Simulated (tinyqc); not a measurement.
## Hexagonal on-chip spiral inductor, lumped pi model: quality factor against frequency

Outer diameter do = di + 2 n wd + 2 (n - 1) sp, mean da = (do + di)/2, fill p = (do - di)/(do + di), length l = 3.464 n da. L = 2.33 mu0 n^2 da/(1 + 3.82 p), mu0 = 4 pi 1e-7 H/m. Rs = rho l/(wd delta (1 - exp(-th/delta))), delta = sqrt(rho/(pi f mu0)). Cs = n wd^2 eps0 eo/hu across the coil. At each end Cox = l wd eps0 eo/(2 ho) leads to the substrate branch Rsi = 2 rs he/(l wd) in parallel with Csi = l wd eps0 11.7/(2 he). With one end grounded Y = 1/(Rs + i w L) + i w Cs + 1/[1/(i w Cox) + 1/(1/Rsi + i w Csi)], w = 2 pi f; Q = -Im Y/Re Y. Eddy currents in neighbouring turns and in the substrate are left out.

Apparent inductance Im(1/Y)/w; share of the loss Re(substrate branch)/Re Y.

Parameters, values chosen for the exercise; values of the order met in silicon radio-frequency processes:
```
symbol,value,unit,meaning
n,2.5,,number of turns
wd,20,um,line width
sp,2,um,space between turns
di,40,um,inner diameter
th,4,um,metal thickness
rho,3,uohm cm,metal resistivity
ho,8.3,um,oxide below the coil
hu,1,um,oxide between coil and underpass
eo,4.1,,relative permittivity of the oxide
rs,1,ohm cm,substrate resistivity
he,50,um,effective spreading depth in the substrate
```

Constants: eps0 = 8.8541878128e-12 F/m. Results are converted to the units shown.

Quality factor against frequency:
```
f (GHz),Rs (ohm),w L/Rs,Q,apparent inductance (nH),loss in the substrate (%)
0.45,0.4725,3.206,3.205,0.5358,3.281e-4
0.73,0.5270,4.663,4.659,0.5361,0.001942
1.2,0.6031,6.697,6.681,0.5368,0.01210
1.9,0.6986,9.154,9.098,0.5386,0.06490
3.2,0.8471,12.71,12.46,0.5440,0.4255
5.2,1.037,16.87,15.80,0.5583,2.354
8.5,1.297,22.07,17.33,0.6001,11.89
14,1.647,28.61,11.65,0.7493,42.69
23,2.104,36.80,1.905,1.702,79.03
```

What does the comparison show?

Q goes from 3.20 through a maximum of 17.3 (at f = 8.5 GHz among the rows listed) to 1.91; the exact peak is 17.4 at 7.90 GHz and Q reaches zero at the self-resonance, 26.7 GHz. The share of the substrate rises from 3.28e-4 to 79.0 %, and the apparent inductance ends at 3.18 times L. At the peak the substrate takes 9.47 % of the loss.

Computed by the program tinyqc: `OMP_NUM_THREADS=1 python tinyqc.py 2302213 2302214 out.jsonl`, one thread of a shared Intel Xeon 2.30GHz, about 0.01 s for the whole run.
